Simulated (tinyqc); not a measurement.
Comparisons within one model: delta-doped layer in the Thomas-Fermi potential. A value that a table varies takes the place of the one given here.

All donors ionised in the plane z = 0, zero temperature, energies from the Fermi level EF of the Thomas-Fermi model, which lies at the bulk band edge; c = hbar^2/2m0, q = e^2/(4 pi eps0). gv = 4 equivalent valleys, m_d = sqrt(m3^3/mz) in the plane. With n = (gv/3 pi^2)(m3 (-V)/c)^(3/2) and V'' = -(4 pi q/eps) n for z > 0, the solution is V = -b/(|z| + z0)^4 with sqrt(b) = 20/K, K = (4 pi q/eps)(gv/3 pi^2)(m3/c)^(3/2), and z0^5 = 4b/(e F0), e F0 = 2 pi q N/eps; 1e13/cm^2 = 1e-3/angstrom^2. Exchange and correlation are left out.

Subbands solve -(c/m_z) psi'' + V psi = E psi on 1280 points of spacing z0/80; up to ten levels for each group, kept if bound with an rms width below 2.5 z0.

Constants: hbar^2/2m0 = 3.80998211 eV angstrom^2; e^2/(4 pi eps0) = 14.39964547 eV angstrom.

Values chosen for the exercise (near those of a delta-doped layer in Ge; shifted at random, so the results belong to these values and not to a real crystal):
- m3 = 0.212 m0 (density-of-states mass of a valley)
- mz = 0.12 m0 (mass along z)
- eps = 16.4 (dielectric constant)
- Nl = (0.34, 0.68, 1.4, 2.4, 4.1, 6.8, 11) x 1e13/cm^2 (sheet densities)
- N = 3.4 x 1e13/cm^2 (donor sheet density)

## Doping density

The well, the lowest level and the filling anew; at zero temperature n_i = g m_d (mu - E_i)/(2 pi c), with mu fixed by sum n_i = N.

Results:
```
N (1e13/cm^2)  z0 (angstrom)  depth (eV)  lowest (eV)  next - lowest (eV)  occupied  share of lowest (%)
0.34                    74.1      0.0347      -0.0081                   -         1                100.0
0.68                    64.5      0.0605      -0.0160                   -         1                100.0
1.4                     55.8      0.1078      -0.0323                   -         1                100.0
2.4                     50.1      0.1658      -0.0540                   -         1                100.0
4.1                     45.0      0.2545      -0.0896              0.0875         1                100.0
6.8                     40.7      0.3815      -0.1439              0.1371         2                 97.5
11                      37.0      0.5606      -0.2248              0.2080         2                 94.5
```

How do the results move?

The depth grows as N^(4/5) and z0 shrinks as N^(-1/5): factors 16.1 and 2.00 for 32 times the doping. The lowest level deepens faster, with exponent 0.96, since the zero-point energy takes a smaller share of a deeper well (77 % falling to 60 %). The number of occupied subbands is 1 in the first row and 2 in the last. Depths beyond about 0.5 eV stretch parabolic valleys past their range.

## What each parameter does

z0, depth, lowest level and its rms width. Each row changes one parameter from the base and keeps the others.

Results:
```
case                  z0 (angstrom)  depth (eV)  lowest (eV)  rms z (angstrom)
base                          46.73      0.2191      -0.0751             18.54
N = 2.04 x 1e13/cm^2          51.76      0.1456      -0.0463             23.03
eps = 14.8                    43.94      0.2283      -0.0760             18.25
m3 = 0.244 m0                 42.95      0.2014      -0.0628             19.65
mz = 0.102 m0                 46.73      0.2191      -0.0708             20.31
```

How do the results move?

The largest shifts from the base row, up to three for each result and ties (the steps differ in size, so this ranks the rows, not the parameters). z0 (angstrom): N +5.03, m3 -3.78, eps -2.79; unchanged at the printed digits by mz. depth (eV): N -0.0735, m3 -0.0177, eps +0.0092; unchanged at the printed digits by mz. lowest (eV): N +0.0289, m3 +0.0123, mz +0.0044. rms z (angstrom): N +4.49, mz +1.76, m3 +1.11.

(tinyqc, `OMP_NUM_THREADS=1 python tinyqc.py 1252585 1252586 out.jsonl`, Intel(R) Xeon(R) Processor @ 2.30GHz, 1 thread, shared host, about 0.09 s.)
